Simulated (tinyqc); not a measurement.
Four methods from the same start: geometry relaxation of a small cluster. Computed by tinyqc, a small Python program. Command: `OMP_NUM_THREADS=1 python tinyqc.py 3019429 3019430 out.jsonl relax walk`. One thread of a shared host (Intel(R) Xeon(R) Processor @ 2.30GHz), about 0.01 s of CPU time with the checks.

E = sum_(i<j) phi(r_ij), phi(r) = eps [exp(-2 alpha (r - r0)) - 2 exp(-alpha (r - r0))]; the force on i is -sum_j phi'(r_ij) (R_i - R_j)/r_ij.

Inputs (values chosen for the exercise, for model atoms): length r0 = 2.37 angstrom; well depth eps = 0.23 eV; stiffness alpha = 1.49 1/angstrom; step factor eta = 0.3 angstrom^2/eV; largest number of steps = 500.

Potential: Morse. Method: FIRE.

starting positions (angstrom), rows atom 1, atom 2, atom 3, atom 4, atom 5, columns x, y, z:
```
[[0.13, 0.13, 0.09],
 [2.43, -0.12, 0.09],
 [1.08, 2.08, -0.14],
 [1.22, 0.35, 1.94],
 [1.37, 0.68, -1.93]]
```

Method:
- FIRE with unit mass: if F.v > 0, v = (1 - a) v + a |v| F/|F|, and after more than 5 such steps in a row dt = min(1.1 dt, 5 dt0), a = 0.99 a; else v = 0, a = 0.1, and dt = dt/2 (not at the first step). Then v = v + dt F, R(new) = R + dt v. dt0 = sqrt(eta), a = 0.1 at first.
- No atom moves more than 0.3 angstrom a step (the whole step is scaled). Stop when the largest force component is below 1e-5 eV/angstrom.
- Hessian at the final positions by central differences of the forces; six eigenvalues vanish (translations and rotations). Steepest descent is stable for eta below 2/lambda_max and contracts the softest mode by 1 - eta lambda_min a step.
- Steepest descent: R(new) = R + eta F.
- Conjugate gradient (Polak-Ribiere): d = F + beta d(old), beta = max(0, F.(F - F(old))/|F(old)|^2), d = F at first; step length from one secant, s = eta (F.d)/(F.d - F(R + eta d).d), replaced by eta if that is not positive; R(new) = R + s d.
- BFGS: R(new) = R + B F with the inverse Hessian B = eta 1 at first; with s = R(new) - R, y = F - F(new), rho = 1/(y.s): B(new) = (1 - rho s y^T) B (1 - rho y s^T) + rho s s^T, skipped if y.s is not positive.
- In this comparison each method may take up to 1500 steps.

contraction of the softest mode = 0.819432

non-zero eigenvalues (eV/angstrom^2): [0.60189, 0.60192, 1.25744, 2.13183, 2.13186, 2.13262, 2.13265, 3.74449, 4.37179]

condition number = 7.26341

Cost:
```
method              steps  force calls  final E (eV)  calls to reach 1e-2
steepest descent       46           47       -2.1194                   12
conjugate gradient     16           33       -2.1194                   15
BFGS                   16           17       -2.1194                    9
FIRE                  100          101       -2.1194                   24
```

What does the comparison show, and why?

In force calls the order is BFGS (17), conjugate gradient (33), steepest descent (47), FIRE (101). All that converged end at the same energy. Near the minimum steepest descent multiplies the slowest mode by 0.819 in size a step, 12 steps a decade of force, at a condition number of 7.3. On this problem it beats FIRE in force calls.

Extremes, crossings and ranges named in words are read from the listed rows.
